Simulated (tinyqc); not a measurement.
## Slope factor and drain-induced lowering from three currents

Question. With source and body at 0 V, I = A exp((Vg + dd Vd)/(nf Vt)) (1 - exp(-Vd/Vt)). Find nf, the swing nf Vt ln 10 and dd.

Inputs (values chosen for the exercise):
```
symbol  value  unit      meaning
T         330     K  temperature
```

Constants: q = 1.602176634e-19 C, kB = 1.380649e-23 J/K, Vt = kB T/q. Results are converted to the units shown.

currents at (Vg, Vd) = (0, 0.05), (0, 1.1) and (0.07, 1.1) V (nA/um): 0.052472420  0.96613945  7.2661653

Answer. The pair at equal Vd gives nf; the pair at equal Vg, after dividing out the factors 1 - exp(-Vd/Vt), gives dd.

nf = 1.22
swing = 79.9 mV/decade
dd = 0.0900

tinyqc, about 0.03 s, one thread, Intel Xeon 2.30GHz (shared host): `OMP_NUM_THREADS=1 python tinyqc.py 2242153 2242154 out.jsonl`
